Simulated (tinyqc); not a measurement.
## Transfer length from front and end resistance

Inverse problem. A contact of length d and width W has Rc = (Rsh Lt/W) coth(d/Lt) and Re = (Rsh Lt/W)/sinh(d/Lt), with Rsh the sheet resistance under the metal and Lt = sqrt(rc/Rsh). Find Lt, Rsh and rc.

Inputs (values chosen for the exercise): contact length d = 0.34 um; contact width W = 3.4 um.

Rc = 389.15982 ohm
Re = 199.63384 ohm

Solution. Rc/Re = cosh(d/Lt) gives Lt, and Re then gives Rsh.

Lt = 0.2641 um
Rsh = 4300 ohm/sq
rc = 3.000e-6 ohm cm^2

Computed by the program tinyqc: `OMP_NUM_THREADS=1 python tinyqc.py 2760037 2760038 out.jsonl`, one thread of a shared Intel Xeon 2.30GHz, about 0.01 s for the whole run.
